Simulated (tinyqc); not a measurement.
Bandgap voltage reference from two bipolar transistors: one step of the calculation.

Two transistors of area 1 and N carry the same current I. Is(T) = Is (T/T0)^eta exp[(Vg0 q/kB)(1/T0 - 1/T)], VBE1 = Vt ln(I/Is(T)) + I rb, VBE2 = Vt ln(I/(N Is(T))) + I rb/N. The amplifier forces I R1(T) = VBE1 - VBE2 + Vos, with R(T) = R (1 + tc (T - T0)) for both resistors, and the output is Vref = VBE1 + I R2(T). Base currents and the Early effect are neglected.

Question. Operating point at another temperature. Vt = kB T/q; I = (Vt ln N + Vos)/(R1(T) - rb (1 - 1/N)).

Parameters, values chosen for the exercise; values of the order met in silicon bipolar transistors:
- T0 = 300 K (reference temperature)
- Vg0 = 1.154 V (band-gap voltage extrapolated to 0 K)
- eta = 4 (temperature exponent of the saturation current)
- Is = 5.4e-17 A (saturation current of the unit transistor at T0)
- N = 4 (area ratio of the second transistor)
- R1 = 3.4 kohm (resistor across which the difference of VBE falls, at T0)
- tc = -1400 ppm/K (temperature coefficient of both resistors)
- Vos = 0.1 mV (offset of the amplifier)
- rb = 0 ohm (series resistance of the unit transistor)
- R2 = 51.27 kohm (output resistor at T0)
- T = 398 K (temperature)

Constants: q = 1.602176634e-19 C, kB = 1.380649e-23 J/K. Results are converted to the units shown.

Find: Vt; I; Is(T); VBE1; I R2; Vref.

Answer.

Vt = 0.03430 V
I = 16.24 uA
Is(T) = 9.930e-12 A
VBE1 = 0.4907 V
I R2 = 0.7185 V
Vref = 1.209 V

From T0 to T, VBE1 changes by -181 mV and I R2 by 177 mV, which leaves -4.91 mV in Vref.

Program tinyqc, `OMP_NUM_THREADS=1 python tinyqc.py 2062148 2062149 out.jsonl`; Intel Xeon 2.30GHz, shared host, one thread, about 0.02 s.
